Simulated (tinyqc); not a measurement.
What each parameter does: band offset of a heterojunction with an interface dipole (two-band chains, self-consistent charge).

Sites alternate A, C. Left: A at -G1/2, C at +G1/2, hopping -t1; right: A at D - G2/2, C at D + G2/2, hopping -t2; the bonds across the two interfaces of a ring (C left to A right, C right to A left) have -sqrt(t1 t2). D is the offset of the mid-gaps, so Ev(right) - Ev(left) = D - (G2 - G1)/2 and Ec(right) - Ec(left) = D + (G2 - G1)/2. The closing bond has its sign reversed (antiperiodic ring). Half the levels are filled with two electrons each. The charge moved is q = (electrons on the left) less one a site; the mean over the two interfaces, q/2, is taken as the charge that crosses each, and its dipole opposes the offset: D = D0 - u q/2.

From here on the ring has 24 cells a side.

Values chosen for the exercise (gaps near those of Si and HfO2; the chains and D0 are free models, so the offsets are not those of the real pair; not measured data):
```
symbol  value  unit  meaning
G1      1.09   eV    gap on the left
G2      5.91   eV    gap on the right
t1      2.37   eV    hopping on the left
t2      1.71   eV    hopping on the right
D0      -1.88  eV    mid-gap of the right side above that of the left, without dipole
u       3      eV    potential step per electron moved across
```

Self-consistent D by bisection, q there, and the two offsets.

Results for these values:
```
case   D (eV)        q  valence offset (eV)  conduction offset (eV)
base  -1.5513  -0.2191              -3.9613                  0.8587
```

What happens to each result for D0 = -2.162 eV, all else kept?

Answer: D falls from -1.5513 to -1.7731; q falls from -0.2191 to -0.2593; valence offset falls from -3.9613 to -4.1831; conduction offset falls from 0.8587 to 0.6369.

The same for each parameter in turn:
```
case             D (eV)        q  valence offset (eV)  conduction offset (eV)
base            -1.5513  -0.2191              -3.9613                  0.8587
G1 = 1.254 eV   -1.5596  -0.2136              -3.8876                  0.7684
G2 = 6.796 eV   -1.6008  -0.1861              -4.4538                  1.2522
t1 = 2.725 eV   -1.5478  -0.2215              -3.9578                  0.8622
t2 = 1.966 eV   -1.5426  -0.2249              -3.9526                  0.8674
D0 = -2.162 eV  -1.7731  -0.2593              -4.1831                  0.6369
u = 3.45 eV     -1.5133  -0.2126              -3.9233                  0.8967
```

(tinyqc, `OMP_NUM_THREADS=1 python tinyqc.py 1450985 1450986 out.jsonl`, Intel(R) Xeon(R) Processor @ 2.30GHz, 1 thread, shared host, about 0.3 s.)
